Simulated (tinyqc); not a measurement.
Convergence with cell size: Koster-Slater impurity in a tight-binding band, by Green functions and by supercells. Computed by tinyqc, a small Python program. Command: `OMP_NUM_THREADS=1 python tinyqc.py 3031230 3031231 out.jsonl kosterslater walk`. One thread of a shared host (Intel(R) Xeon(R) Processor @ 2.30GHz), about 0.04 s of CPU time with the checks.

One orbital per site, e(k) = -2 t sum cos(k_i) over 2 direction(s), band from -4 t to 4 t, lattice constant 1. One site has the extra energy U. Spin is left out.

Inputs (values chosen for the exercise, for a model band): hopping t = 0.98 eV; impurity potential U = -5.2 eV.

Lattice: square.

Method:
- Outside the band G0(E) = (2/(pi E)) K(m), m = 16 t^2/E^2, K the complete elliptic integral with parameter m.
- A bound state solves 1/U = G0(E).
- Bisection in ln(distance from the edge) between 1e-5 t and |U| + t. Weight on the impurity site: -1/(U^2 dG0/dE), by a central difference with step min(1e-4 t, distance/30). Decay length along an axis: 1/arccosh(1 + distance/(2 t)).
- In a periodic cell of N sites along each direction with Bloch vector K, the level solves 1/U = N^-d sum_k 1/(E - e(k)), k_i = (2 pi m_i + K_i)/N, m_i = 0..N-1; the outermost root on the side of U is taken (bisection). d is the number of directions. Gamma means K_i = 0, the zone corner K_i = pi, the quarter point K_i = pi/2.
- Even N; errors against the isolated level E_b, set to 0 below 1e-6 t.

level E_b = -5.96110 eV

decay length = 0.745976 sites

Error of the level (eV):

| N | sites | Gamma | corner | quarter point |
|---|---|---|---|---|
| 2 | 4 | -6.4918e-01 | 7.6110e-01 | 3.3466e-02 |
| 4 | 16 | -3.5081e-02 | 3.3466e-02 | 1.1026e-04 |
| 6 | 36 | -1.9131e-03 | 1.8619e-03 | 0 |
| 8 | 64 | -1.1127e-04 | 1.1026e-04 | 0 |
| 12 | 144 | 0 | 0 | 0 |
| 16 | 256 | 0 | 0 | 0 |

What does the comparison show, and why?

The error at Gamma falls exponentially, between the last two resolved rows by exp(-1.422) per site against 1/(decay length) = 1.341; the rest is the power-law prefactor of the Green function. Gamma and the corner err in opposite directions. Among the sizes listed an error below 1 meV is first reached at N = 8 at Gamma; at the quarter point N = 4 is enough.

Extremes, crossings and ranges named in words are read from the listed rows.
